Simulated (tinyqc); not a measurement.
# Free and trapped electrons in a MOS channel with a dense trap tail, step by step

Computed by the program tinyqc: `OMP_NUM_THREADS=1 python tinyqc.py 2222186 2222187 out.jsonl`, one thread of a shared Intel Xeon 2.30GHz, about 0.02 s for the whole run. Printed values are rounded.

p-type body, charge-sheet picture, full ionisation (an idealisation for deep acceptors), Boltzmann statistics for free electrons. e = Ec - EF at the surface. Acceptor-like traps of density D(E) = D0 + De exp(-E/Ew) at depth E below Ec, from 0 to Eu, hold n_t = integral of D(E)/(1 + exp((e - E)/Vt)). psi = Eg - Vt ln(Nv/Na) - e; N_dep = sqrt(2 eps0 eps_r Na (psi - Vt)/q); n_f = sqrt(N_dep^2 + 2 eps0 eps_r Vt Nc exp(-e/Vt)/q) - N_dep; Vg = Vfb + psi + q (N_dep + n_t + n_f)/Cox, Cox = eps0 eox/tox.

Inputs (values chosen for the exercise); band and dielectric values close to those of gallium nitride: temperature T = 400 K; band gap Eg = 3.41 eV; relative permittivity eps_r = 9.37; conduction-band density of states at T Nc = 3.56e18 cm^-3; valence-band density of states at T Nv = 7.14e19 cm^-3; relative permittivity of the insulator eox = 3.9; insulator thickness tox = 69 nm; acceptor density Na = 4.5e15 cm^-3; flat-band voltage without trapped charge Vfb = -2.76 V; constant background density of acceptor-like traps D0 = 1.8e11 cm^-2 eV^-1; density of the tail at the conduction edge De = 8.6e12 cm^-2 eV^-1; decay energy of the tail Ew = 0.1 eV; depth below Ec down to which the traps reach Eu = 0.89 eV; mobility of free electrons mf = 60 cm^2/(V s); Ec - EF at the surface e = 0.163 eV.

Constants: q = 1.602176634e-19 C, kB = 1.380649e-23 J/K, Vt = kB T/q, eps0 = 8.8541878128e-14 F/cm where lengths are in cm. Results are converted to the units shown.

## Trapped charge

Trapezoid rule on 16 equal steps from 0 to Eu, f = 1/(1 + exp((e - E)/Vt)).

```
point	E (eV)	D(E) f (cm^-2 eV^-1)
0	0	7.69067e10
1	0.0556250	2.17156e11
2	0.111250	5.47979e11
3	0.166875	9.51037e11
4	0.2225	9.41777e11
5	0.278125	6.88466e11
6	0.333750	4.82118e11
7	0.389375	3.54673e11
8	0.445	2.80357e11
9	0.500625	2.37572e11
10	0.556250	2.13014e11
11	0.611875	1.98930e11
12	0.6675	1.90854e11
13	0.723125	1.86223e11
14	0.778750	1.83568e11
15	0.834375	1.82046e11
16	0.89	1.81173e11
```

n_t = 3.32905e11 cm^-2

With 1600 steps n_t = 3.333e11 cm^-2; the coarse value is 0.11 % below it.

## Charges and gate voltage

psi, N_dep, n_f and Vg as defined, with the n_t given; free share n_f/(n_f + n_t); apparent mobility mf n_f/(n_f + n_t); gate voltage spent on traps q n_t/Cox.

psi = 2.91361 V
N_dep = 3.66304e11 cm^-2
n_f = 1.50209e10 cm^-2
Vg = 2.44018 V
free share = 4.31726 %
apparent mobility = 2.59036 cm^2/(V s)
gate voltage spent on traps = 1.06578 V
